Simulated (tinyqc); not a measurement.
Abrupt p-n junction, non-linear Poisson equation by Newton steps: one step of the calculation.

One dimension, p side on the left, n side on the right; net doping C = -Na for x < 0 and +Nd for x > 0. The potential psi is counted from the intrinsic level, and the quasi-Fermi potentials are flat: 0 for holes and -V for electrons, so n = ni exp((psi + V)/Vt) and p = ni exp(-psi/Vt) (Boltzmann statistics, full ionisation, no current).

Task. Check against the exact first integral and the depletion approximation. ni = sqrt(Nc Nv) exp(-Eg/(2 Vt)), Eg in volts. Exact first integral for an abrupt junction with thick neutral sides: psi_p = -Vt ln(Na/ni), psi_n = Vt ln(Nd/ni) - V, psi_j = (Nd psi_n + Na psi_p - Vt (Nd - Na))/(Na + Nd) at the junction, n_j = ni exp((psi_j + V)/Vt), p_j = ni exp(-psi_j/Vt), and E_j^2 = (2 q/(eps0 eps_r)) [Nd (psi_n - psi_j - Vt) + Vt (n_j + p_j)] (minority densities of the neutral sides neglected). Depletion approximation: Vbi = Vt ln(Na Nd/ni^2), W = sqrt(2 eps0 eps_r (Vbi - V)(1/Na + 1/Nd)/q), xp = W Nd/(Na + Nd), xn = W Na/(Na + Nd), peak field 2 (Vbi - V)/W, capacitance eps0 eps_r/W.

Values chosen for this exercise; band and dielectric values close to those of gallium phosphide:

| symbol | value | unit | meaning |
|---|---|---|---|
| T | 400 | K | temperature |
| Eg | 2.3 | eV | band gap |
| eps_r | 11.2 |  | relative permittivity |
| Nc | 2.74e19 | cm^-3 | conduction-band density of states at T |
| Nv | 2.93e19 | cm^-3 | valence-band density of states at T |
| Na | 1.8e17 | cm^-3 | acceptor density of the p side |
| Nd | 6e16 | cm^-3 | donor density of the n side |
| V | 0.89 | V | bias of the p side against the n side |

Constants: q = 1.602176634e-19 C, kB = 1.380649e-23 J/K, Vt = kB T/q, eps0 = 8.8541878128e-14 F/cm where lengths are in cm. Results are converted to the units shown.

Give: psi_j; exact field at the junction; Vbi; W; peak field in the depletion approximation.

Result.

psi_j = -0.70254 V
exact field at the junction = 117.81 kV/cm
Vbi = 1.9134 V
W = 167.79 nm
peak field in the depletion approximation = 121.99 kV/cm

Range of the model: Flat quasi-Fermi levels over the whole structure hold only for low forward bias and sides short against the diffusion lengths.

Computed by the program tinyqc: `OMP_NUM_THREADS=1 python tinyqc.py 2000034 2000035 out.jsonl`, one thread of a shared Intel Xeon 2.30GHz, about 0.03 s for the whole run.
